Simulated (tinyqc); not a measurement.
Crystallisation kinetics and data retention of a phase-change cell: effect of the activation energy at a fixed measured point.

Johnson-Mehl-Avrami-Kolmogorov law X = 1 - exp(-y^n), y = integral of k dt, k = (1/100 s) exp[-(Ec q/kB)(1/T - 1/T1)].

At fixed T the state fails at t = (-ln(1 - Xf))^(1/n)/k; ten years are 3.15576e8 s. k at T1 is held.

Parameters, values chosen for the exercise; values of the order of Ge-Sb-Te and related chalcogenides:
```
symbol  value  unit                                       meaning
T1        460     K  temperature at which the rate k is 1/(100 s)
n           4                                     Avrami exponent
Xf        0.5        crystalline share at which the state is lost
T         371     K                           storage temperature
```

Constants: q = 1.602176634e-19 C, kB = 1.380649e-23 J/K. Results are converted to the units shown.

Result of one run:

| Ec (eV) | temperature for ten years (K) | time to fail at T (years) |
|---|---|---|
| 3.6 | 394.58 | 8372.7 |

What becomes of these results when the activation energy of crystallisation Ec is changed from 3.6 to 2.1 eV, all else the same?

Result of the changed run:

| Ec (eV) | temperature for ten years (K) | time to fail at T (years) |
|---|---|---|
| 2.1 | 358.20 | 0.95602 |

The whole series:

| Ec (eV) | temperature for ten years (K) | time to fail at T (years) |
|---|---|---|
| 1.5 | 329.07 | 0.025322 |
| 1.8 | 345.46 | 0.15559 |
| 2.1 | 358.20 | 0.95602 |
| 2.4 | 368.39 | 5.8742 |
| 2.7 | 376.73 | 36.093 |
| 3 | 383.67 | 221.77 |
| 3.3 | 389.55 | 1362.7 |
| 3.6 | 394.58 | 8372.7 |

The ten-year temperature rises from 329 to 395 K, and the projected life at 371 K spans 5.52 decades: an error of 0.1 eV changes it by a factor of 1.83.

Range of the model: One Arrhenius rate is assumed; incubation, growth from the boundary and the non-Arrhenius kinetics of the supercooled liquid are left out.

Program tinyqc, `OMP_NUM_THREADS=1 python tinyqc.py 2490134 2490135 out.jsonl`; Intel Xeon 2.30GHz, shared host, one thread, about 0.02 s.
